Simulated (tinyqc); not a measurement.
Diffused layer (complementary error function), carriers, mobility and sheet resistance with incomplete ionisation: two steps of the calculation.

An n-type layer from the surface x = 0 to the junction xj, N(x) = N0 erfc(x/Ld). Local neutrality (no depletion at surface or junction, no spilling of carriers), intrinsic carriers neglected, Boltzmann statistics.

Inputs (values chosen for the exercise); values close to those of phosphorus in silicon over a p-type background: temperature T = 300 K; background doping of the opposite type Nb = 2.2e14 cm^-3; peak chemical concentration N0 = 3.7e17 cm^-3; mobility limit at high doping m1 = 69.5 cm^2/(V s); mobility limit at low doping, at 300 K m2 = 1430 cm^2/(V s); reference doping of the mobility law Nr = 9.06e16 cm^-3; exponent of the mobility law am = 0.728; temperature exponent of m2 bt = 2.5; solubility limit of active dopant Ns = 3.9e20 cm^-3; conduction-band density of states at T NB = 2.8e19 cm^-3; ionisation energy in the dilute limit Ei = 0.0441 eV; degeneracy factor of the level gd = 2; lowering of Ei per N^(1/3) ks = 5.3e-9 eV cm; diffusion length 2 sqrt(D t) Ld = 38 nm.

Constants: q = 1.602176634e-19 C, kB = 1.380649e-23 J/K, Vt = kB T/q. Results are converted to the units shown.

Problem 1. Junction depth and local values. erfc(xj/Ld) = Nb/N0; 11 equal steps from 0 to xj. Active dopant A = min(N, Ns); n solves n (n + Nb)/(A - Nb - n) = K, K = (NB/gd) exp(-E/Vt), E = max(Ei - ks A^(1/3), 0), so n = 2 K (A - Nb)/[Nb + K + sqrt((Nb + K)^2 + 4 K (A - Nb))]; mobility mu = m1 + (m2 (T/300 K)^(-bt) - m1)/(1 + ((A + Nb)/Nr)^am).

Wanted: xj; x; N; A; n; mu.

Solution 1.

xj = 92.27 nm

```
point  x (nm)  N (cm^-3)  A (cm^-3)  n (1e17 cm^-3)  mu (cm^2/(V s))
0        0.00   3.700e17   3.700e17           3.323            428.8
1        8.39   2.793e17   2.793e17           2.565            485.4
2       16.78   1.970e17   1.970e17           1.848            562.2
3       25.17   1.291e17   1.291e17           1.235            662.1
4       33.55   7.835e16   7.835e16           0.760            785.0
5       41.94   4.386e16   4.386e16           0.430            924.2
6       50.33   2.259e16   2.259e16           0.222             1065
7       58.72   1.068e16   1.068e16           0.104             1190
8       67.11   4.628e15   4.628e15           0.044             1286
9       75.50   1.835e15   1.835e15           0.016             1349
10      83.89   6.649e14   6.649e14           0.004             1385
11      92.27   2.200e14   2.200e14           0.000             1402
```

At the point of highest doping 89.9 % of the net active dopant gives free carriers. The mobility runs from 429 to 1400 cm^2/(V s).

Problem 2. Sheet quantities by the trapezoid rule. Dose = integral of N, carrier sheet density = integral of n, 1/Rs = q integral of n mu, mean mobility 1/(q Rs sheet density), Hall mobility (unit Hall factor) = integral of n mu^2 over integral of n mu, Hall sheet density = (integral of n mu)^2/integral of n mu^2; all from 0 to xj.

```
point     x (nm)     N (cm^-3)  n (1e17 cm^-3)  mu (cm^2/(V s))
0       0.000000        3.7e17       3.3227546        428.80862
1       8.388510  2.7931213e17       2.5645093        485.43062
2      16.777020  1.9698084e17       1.8482259        562.15139
3      25.165530  1.2912365e17       1.2348698        662.08606
4      33.554040  7.8349635e16       0.7604051        784.99528
5      41.942550  4.3859019e16       0.4296033        924.16606
6      50.331060  2.2588758e16       0.2218429        1065.2109
7      58.719570  1.0680300e16       0.1041863        1190.1518
8      67.108080  4.6276272e15       0.0439990        1285.6957
9      75.496590  1.8347896e15       0.0161365        1348.7434
10     83.885100  6.6489024e14       0.0044478        1384.7565
11     92.273610        2.2e14       0.0000000        1402.4291
```

Wanted: dose; carrier sheet density; Rs; mean mobility; Hall mobility; Hall sheet density.

Solution 2.

dose = 7.995e11 cm^-2
carrier sheet density = 7.457e11 cm^-2
Rs = 1.417e4 ohm/square
mean mobility = 590.9 cm^2/(V s)
Hall mobility = 643.6 cm^2/(V s)
Hall sheet density = 6.846e11 cm^-2

Carriers make up 93.3 % of the dose. A Hall measurement weights the mobile tail, so its sheet density is 8.2 % below the true one.

Program tinyqc, `OMP_NUM_THREADS=1 python tinyqc.py 2110147 2110148 out.jsonl`; Intel Xeon 2.30GHz, shared host, one thread, about 0.01 s.
